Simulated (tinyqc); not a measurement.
A particle near a wafer in liquid: double-layer and van der Waals forces (DLVO), deposition barrier and removal: one step, computed by the program tinyqc. Command: `OMP_NUM_THREADS=1 python tinyqc.py 3110230 3110231 out.jsonl dlvo walk`. One thread of a shared host (Intel(R) Xeon(R) Processor @ 2.30GHz), about 0.01 s of CPU time with the checks.

Sphere and flat wall, Derjaguin approximation, constant potentials in the linear-superposition form, no retardation and no hydration force.

Problem. Screening. kappa^2 = 2 z^2 e^2 N_A (1000 c)/(eps eps_0 k_B T); gamma_i = tanh(z e psi_i/(4 k_B T)); Z = 64 pi eps eps_0 (k_B T/(z e))^2 gamma_1 gamma_2.

Inputs (values chosen for the exercise, of the order of those for alumina on silica in water): particle radius R = 80 nm; potential of the particle psi_1 = -46 mV; potential of the wafer psi_2 = -68 mV; salt concentration c = 0.003 mol/L; valence z of the symmetric salt = 2; temperature T = 298 K; dielectric constant of the liquid = 78.4.

Constants: e = 1.602176634e-19 C; N_A = 6.02214076e+23 1/mol; eps_0 = 8.8541878128e-12 F/m; k_B = 1.380649e-23 J/K; k_B = 8.617333262e-05 eV/K.

Give: kappa; Debye length; gamma_1; gamma_2; Z; kappa R.

Solution.

kappa = 0.36042 1/nm

Debye length = 2.7745 nm

gamma_1 = -0.71417

gamma_2 = -0.86778

Z = 14.260 pN

kappa R = 28.834

Like signs: the double layers repel.
